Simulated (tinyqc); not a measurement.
From one set of inputs to another, one input at a time: ion implantation: universal nuclear stopping, Lindhard-Scharff electronic stopping and a Gaussian range profile. Computed by tinyqc, a small Python program. Command: `OMP_NUM_THREADS=1 python tinyqc.py 3019067 3019068 out.jsonl implant ladder`. One thread of a shared host (Intel(R) Xeon(R) Processor @ 2.30GHz), about 0.2 s of CPU time with the checks.

An ion slows by elastic collisions with screened nuclei and by friction with electrons; channelling is ignored and the target is uniform.

The inputs printed are set A. Set A is modelled on arsenic ions in aluminium; the values taken over come from a set modelled on phosphorus ions in diamond. Inputs not listed in the table keep their values of set A, so the rows need not describe a real material.

Inputs (values chosen for the exercise, modelled on arsenic ions in aluminium): ion atomic number Z1 = 33; ion mass M1 = 75 u; target atomic number Z2 = 13; target mass M2 = 26.98 u; target density N = 60.2 1/nm^3; ion energy E = 34 keV; scale factor of electronic stopping k = 1.2; dose Q = 3.4e+12 1/cm^2; background C_B = 2.4e+16 1/cm^3.

Method:
- Reduced energy eps = 32.53 M2 E/(Z1 Z2 (M1 + M2)(Z1^0.23 + Z2^0.23)), E in keV; s_n = ln(1 + 1.1383 eps)/(2 (eps + 0.01321 eps^0.21226 + 0.19593 eps^0.5)) for eps up to 30 and ln(eps)/(2 eps) above; S_n = 8.462 Z1 Z2 M1 s_n/((M1 + M2)(Z1^0.23 + Z2^0.23)) in 1e-15 eV cm^2.
- S_e = k 3.83 Z1^(7/6) Z2/(Z1^(2/3) + Z2^(2/3))^(3/2) sqrt(E/M1) in 1e-15 eV cm^2, E in keV.
- Path length R = int_0^E dE'/(N (S_n + S_e)); energy lost to nuclei nu = int_0^E S_n/(S_n + S_e) dE' (both with E' = E y^3 and 64 Gauss-Legendre points in y).
- Estimates of Lindhard type: R_p = R/(1 + M2/(3 M1)), straggle dR_p = (2/3) R_p sqrt(M1 M2)/(M1 + M2).
- C(x) = C_p exp(-(x - R_p)^2/(2 dR_p^2)) with C_p = Q/(sqrt(2 pi) dR_p), 1 nm = 1e-7 cm; the profile falls to the background at x_j = R_p + dR_p sqrt(2 ln(C_p/C_B)); the peak atomic fraction is C_p/N.

Each row keeps all changes above it:
```
input moved                                  from       to  projected range R_p (nm)  depth x_j where C falls to C_B (nm)  energy lost to nuclei nu (keV)
set A                                           -        -                    27.289                                50.70                          30.137
background C_B (1/cm^3)                   2.4e+16  6.7e+16                    27.289                                47.68                          30.137
dose Q (1/cm^2)                           3.4e+12  1.8e+15                    27.289                                62.27                          30.137
scale factor of electronic stopping k         1.2      1.1                    27.537                                62.82                          30.424
ion mass M1 (u) and ion atomic number Z1   75, 33   31, 15                    45.595                               109.43                          26.705
ion energy E (keV)                             34      3.9                     9.281                                23.39                           3.458
```

Projected range R_p goes from 27.3 to 9.28, a factor 0.340 in all. The largest single move comes from ion energy E (a factor 0.204), and ion mass M1 with ion atomic number Z1 works against it (a factor 1.66). Depth x_j where C falls to C_B goes from 50.7 to 23.4, a factor 0.461 in all. The largest single move comes from ion energy E (a factor 0.214), and ion mass M1 with ion atomic number Z1 works against it (a factor 1.74). Energy lost to nuclei nu goes from 30.1 to 3.46, a factor 0.115 in all. The largest single move comes from ion energy E (a factor 0.129). The single moves hold for this order of the switches; the total does not depend on the order.

Extremes, crossings and ranges named in words are read from the listed rows.
